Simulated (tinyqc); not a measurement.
Inside a calculation. Method: plane-wave Kohn-Sham cycle with exchange-only LDA in a layered model solid. Computed by tinyqc, a small Python program that keeps every step. Settings: points = 16, plane-wave index or count = 2, electrons = 4, k points = 3, area = 16.0, mixing = 0.3, iteration cap = 77, Pulay depth = 3. Command: `OMP_NUM_THREADS=1 python tinyqc.py 26260 26261 out.jsonl` (the two numbers bound the seeds that draw the settings). One thread of a shared host (Intel(R) Xeon(R) Processor @ 2.60GHz), about 0.04 s of CPU time with the checks.

A solid whose potential varies along x alone (atomic units):
```
parameter                      value
period a                    8.800000
cross-section of the cell  16.000000
electrons per cell                 4
grid points                       16
plane waves -n..n, n               2
k points                           3
V1 in V1 cos(2 pi x/a)     -0.560000
V2 in V2 cos(4 pi x/a)     -0.220000
```

Stop when sqrt(dV sum R^2) is below 1e-8, dV = a A/N.

Course of the cycle:
```
iteration  E (hartree)  norm of the residual
1          -1.19436216              2.45e-01
2          -0.92413586              1.06e-01
3          -0.91833109              1.20e-01
4          -0.94722556              1.52e-01
5          -1.00339592              1.94e-01
6          -0.89991608              6.74e-02
7          -0.88744949              1.14e-02
8          -0.88909497              8.64e-02
9          -0.89000394              3.19e-02
10         -0.89017483              3.26e-02
11         -0.88913180              2.62e-02
...                ...                   ...
67         -0.88733737              8.46e-03
68         -0.89149873              9.16e-02
69         -0.88731894              8.83e-03
70         -0.88748264              8.39e-02
71         -0.88853988              2.22e-02
72         -0.88764239              1.36e-02
73         -0.89885588              1.04e-01
74         -0.89839559              1.03e-01
75         -0.88760166              1.32e-02
76         -0.88852571              8.53e-02
77         -0.88770619              1.41e-02
```

Can the last value be used, and what does the course show?

Not by the stop rule. Not converged within 77 iterations: the residual wanders without falling. At the k point shown the highest filled and lowest empty bands lie only 0.0048 hartree apart, so integer filling is fragile. Reruns (cap 100 unless said): mixing 0.1: not converged; mixing 0.5, Kerker q0 1.0: not converged; mixing 0.3, Pulay depth 5: not converged; the original settings with a cap of 400: not converged.
